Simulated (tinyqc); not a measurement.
Gate sweep: ballistic transport through the one-dimensional subbands of a rectangular nanowire or nanosheet channel. Computed by tinyqc, a small Python program. Command: `OMP_NUM_THREADS=1 python tinyqc.py 3002837 3002838 out.jsonl wire walk`. One thread of a shared host (Intel(R) Xeon(R) Processor @ 2.30GHz), about 0.02 s of CPU time with the checks.

Hard walls, parabolic subbands, transport along x. Energies are counted from the bulk conduction band edge at the top of the barrier, which the gate pulls down by U; the source Fermi level lies at the bulk edge when U = 0.

Inputs (values chosen for the exercise, modelled on GaN):
```
quantity                      value  unit
mass m                          0.2   m_0
height a                          5    nm
width b                         8.9    nm
equivalent oxide thickness t    2.2    nm
drain voltage V_D              0.01     V
temperature T                   150     K
```

Valleys: single isotropic valley.

Constants: hbar^2/(2 m_0) = 3.80998212 eV angstrom^2; k_B = 8.617333262e-05 eV/K; m_0 = 9.1093837015e-31 kg; k_B = 1.380649e-23 J/K; hbar = 1.054571817e-34 J s; eps_0 = 8.8541878128e-12 F/m; e = 1.602176634e-19 C; h = 6.62607015e-34 J s.

Method:
- E_pq = (hbar^2 pi^2/2)(p^2/(m_y b^2) + q^2/(m_z a^2)); m_x = m_y = m_z = m, degeneracy g = 1; the 10 lowest subbands are kept.
- F_j(eta) = (1/Gamma(j + 1)) int_0^infinity x^j/(1 + exp(x - eta)) dx, F_0 = ln(1 + exp(eta)). Integrals over x = E/(k_B T) use 160 Gauss-Legendre points in u = sqrt(x) from 0 to sqrt(max(eta, 0) + 32).
- With degeneracy g = 1, eta_i = (U - E_i)/(k_B T) and u = e V_D/(k_B T): line density n = sum_i g sqrt(2 m_x k_B T/pi)/(2 hbar) [F_-1/2(eta_i) + F_-1/2(eta_i - u)]; gate: e n = C_ox (V_G - U/e), C_ox = 3.9 eps_0 2 (a + b)/t (flat-plate estimate); I = (2 e k_B T/h) sum_i g [F_0(eta_i) - F_0(eta_i - u)].
- Open modes are sum_i g/(1 + exp(-eta_i)). The last column is e dn/dV_G over C_ox, taken up to the next row.

Subbands:
```
valley axis  p  q  E (meV)  m_x (m_0)
-            1  1   98.942        0.2
-            2  1  170.151        0.2
-            3  1  288.833        0.2
-            1  2  324.560        0.2
-            2  2  395.769        0.2
-            4  1  454.987        0.2
-            3  2  514.451        0.2
-            5  1  668.613        0.2
-            4  2  680.605        0.2
-            1  3  700.591        0.2
```

Against the gate voltage:
```
V_G (V)  U (meV)    n (1/nm)  I (microampere)  open modes    C_g/C_ox
-0.200   -200.00  9.7424e-12       4.8946e-11  9.0727e-11  8.1885e-08
-0.100   -100.00  2.2311e-08       1.1209e-07  2.0777e-07  6.8043e-04
0.019      18.92  2.2055e-04       1.1077e-03  2.0521e-03  3.1450e-01
0.150     108.72  1.1243e-01       4.6198e-01  6.8913e-01  6.4910e-01
0.250     143.81  2.8921e-01       8.0438e-01  1.0852e+00  6.9421e-01
0.380     183.56  5.3499e-01       1.2811e+00  1.7373e+00  7.1773e-01
0.520     223.08  8.0865e-01       1.5341e+00  1.9901e+00  6.6808e-01
0.680     276.19  1.0998e+00       1.7214e+00  2.2962e+00  7.6661e-01
0.850     315.87  1.4547e+00       2.4058e+00  3.2300e+00  8.1281e-01
1.000     343.94  1.7868e+00       2.8994e+00  3.8216e+00           -
```

What follows from these numbers?

Between the first two rows the current rises one decade per 30 mV, against the limit ln(10) k_B T/e = 30 mV. Above threshold C_g/C_ox lies between 0.65 and 0.81: the quantum capacitance in series costs a visible part. It dips where a subband has filled past its van Hove peak and recovers when the next one opens or the drain starts to fill the band.

Extremes, crossings and ranges named in words are read from the listed rows.
